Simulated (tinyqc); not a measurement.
Abrupt p-n junction, non-linear Poisson equation by Newton steps: one step of the calculation.

One dimension, p side on the left, n side on the right; net doping C = -Na for x < 0 and +Nd for x > 0. The potential psi is counted from the intrinsic level, and the quasi-Fermi potentials are flat: 0 for holes and -V for electrons, so n = ni exp((psi + V)/Vt) and p = ni exp(-psi/Vt) (Boltzmann statistics, full ionisation, no current). Under reverse bias this makes the minority densities vanishingly small everywhere; they play no part in the charge.

Question. Check against the exact first integral and the depletion approximation. ni = sqrt(Nc Nv) exp(-Eg/(2 Vt)), Eg in volts. Exact first integral for an abrupt junction with thick neutral sides: psi_p = -Vt ln(Na/ni), psi_n = Vt ln(Nd/ni) - V, psi_j = (Nd psi_n + Na psi_p - Vt (Nd - Na))/(Na + Nd) at the junction, n_j = ni exp((psi_j + V)/Vt), p_j = ni exp(-psi_j/Vt), and E_j^2 = (2 q/(eps0 eps_r)) [Nd (psi_n - psi_j - Vt) + Vt (n_j + p_j)] (minority densities of the neutral sides neglected). Depletion approximation: Vbi = Vt ln(Na Nd/ni^2), W = sqrt(2 eps0 eps_r (Vbi - V)(1/Na + 1/Nd)/q), xp = W Nd/(Na + Nd), xn = W Na/(Na + Nd), peak field 2 (Vbi - V)/W, capacitance eps0 eps_r/W.

Values chosen for this exercise; band and dielectric values those of a made-up semiconductor:
- T = 300 K (temperature)
- Eg = 2.63 eV (band gap)
- eps_r = 7.61 (relative permittivity)
- Nc = 1.89e18 cm^-3 (conduction-band density of states at T)
- Nv = 5.96e19 cm^-3 (valence-band density of states at T)
- Na = 9.2e17 cm^-3 (acceptor density of the p side)
- Nd = 9.1e17 cm^-3 (donor density of the n side)
- V = -6.4 V (bias of the p side against the n side)

Constants: q = 1.602176634e-19 C, kB = 1.380649e-23 J/K, Vt = kB T/q, eps0 = 8.8541878128e-14 F/cm where lengths are in cm. Results are converted to the units shown.

Wanted: psi_j; exact field at the junction; Vbi; W; peak field in the depletion approximation.

Answer.

psi_j = 3.1757 V
exact field at the junction = 1387.7 kV/cm
Vbi = 2.5033 V
W = 127.94 nm
peak field in the depletion approximation = 1391.8 kV/cm

Range of the model: The donor density exceeds a fifth of the band density of states, where Boltzmann statistics begin to fail.

Computed by the program tinyqc: `OMP_NUM_THREADS=1 python tinyqc.py 2000117 2000118 out.jsonl`, one thread of a shared Intel Xeon 2.30GHz, about 0.01 s for the whole run.
